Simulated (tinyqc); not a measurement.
# Permittivity of the insulator from five potentials

Problem. A node lies on a semiconductor-insulator interface. Steps: hs = tb/3 down into the semiconductor, ho = tox/2 up into the insulator, hy = L/6 sideways. The flux balance of its box reads eox (hy/ho)(above - node) + eps_r (hy/hs)(below - node) + [(eps_r hs + eox ho)/(2 hy)](left + right - 2 node) - q Na (hs/2) hy/eps0 = 0. Find eox.

Values chosen for this exercise; semiconductor permittivity close to that of silicon: relative permittivity of the semiconductor eps_r = 11.7; half the body thickness tb = 6 nm; insulator thickness tox = 2.9 nm; channel length L = 28 nm; acceptor density of the depleted body Na = 0 cm^-3.

Constants: q = 1.602176634e-19 C, eps0 = 8.8541878128e-14 F/cm where lengths are in cm. Results are converted to the units shown.

psi (V): node 0.20184541, above 0.10179196, below 0.27051326, left 0.55, right 0.11575851

Solution. The balance is linear in eox.

eox = 9.00

Computed by the program tinyqc: `OMP_NUM_THREADS=1 python tinyqc.py 2480162 2480163 out.jsonl`, one thread of a shared Intel Xeon 2.30GHz, about 0.1 s for the whole run.
